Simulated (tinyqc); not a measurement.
Worked calculation: Franz-Keldysh effect at a direct gap. Values are carried at full precision from step to step, so a last printed digit may differ when a step is redone from the rounded ones.

Parabolic bands, vertical transitions, no excitons. For each hole band j: mr = me mj/(me + mj); joint density of states J_j(E) = (mr/c)^(3/2) sqrt(E - Eg)/(2 pi^2), both spins, c = hbar^2/2m0; averaged matrix element |e.p|^2 = m0 Ep/6; alpha_j(E) = 4 pi^2 alpha_f c Ep J_j/(3 nr E) in 1/angstrom (alpha_f the fine-structure constant, listed as alpha among the constants), times 1e8 for 1/cm.

In a field Fd (1 kV/cm = 1e-5 V/angstrom) the electro-optic energy of band j is th = (c (e Fd)^2/mr)^(1/3), and sqrt(E - Eg) in J_j is replaced by pi sqrt(th) [Ai'(b)^2 - b Ai(b)^2] with b = (Eg - E)/th; Ai is the Airy function.

Constants: hbar^2/2m0 = 3.80998211 eV angstrom^2; fine-structure constant alpha = 0.007297352564.

Parameters, chosen for this exercise (near those of InP; not measured data): Eg = 1.344 eV (direct gap); me = 0.0786 m0 (electron mass); mhh = 0.623 m0 (heavy-hole mass); mlh = 0.0928 m0 (light-hole mass); Ep = 20 eV (Kane energy); nr = 3.46 (refractive index); Fd = 40 kV/cm (uniform field); E = 1.373 eV (photon energy); L = 130 micrometre (length of a waveguide).

## Electro-optic energy and length

For each hole band give mr, th and the length th/(e Fd).

Scales:
```
hole   mr (m0)  th (meV)  length (angstrom)
heavy  0.06979    20.594               51.5
light  0.04256    24.286               60.7
```

The light-hole pair has th larger by a factor 1.179, the cube root of the ratio of reduced masses.

## Airy factors at E

Ai is the Airy function, th the electro-optic energy of each hole band from the table (its other columns are not needed here), b = (Eg - E)/th with th in eV; the factor takes the place of sqrt(E - Eg) in the joint density of states.

Form b, Ai(b), Ai'(b) and the factor pi sqrt(th) [Ai'^2 - b Ai^2] for each band, beside sqrt(E - Eg) (zero below the gap).

Factors:
```
hole         b   Ai(b)  Ai'(b)  factor (eV^(1/2))  without field
heavy  -1.4082  0.4897  0.2455             0.1794         0.1703
light  -1.1941  0.5268  0.1033             0.1675         0.1703
```

## Absorption with and without the field

Put the factors in place of sqrt(E - Eg) in alpha_j and add the bands; a waveguide of length L changes its transmission by 4.343 (alpha(F) - alpha(0)) L dB.

alpha_j in the field (1/cm): heavy 3.47e+03, light 1.54e+03

alpha(F) = 5.01e+03 1/cm
alpha(0) = 4863 1/cm
change of loss = 8.50 dB

Without the field the loss over L is 275 dB, so this energy is of no use for a modulator. Above the gap the field raises the absorption at this energy; the sign alternates with energy (Franz-Keldysh oscillations). Excitons, which add a sharp peak at low field, are left out.

## Checks

- Airy factor at b = -40 against the zero-field limit sqrt(-b): 6.33 against 6.32.

Computed by tinyqc, a small Python program: `OMP_NUM_THREADS=1 python tinyqc.py 1650332 1650333 out.jsonl` (the numbers bound the seed that draws the inputs); one thread of a shared host (Intel(R) Xeon(R) Processor @ 2.30GHz), about 0.01 s for the whole set of steps.
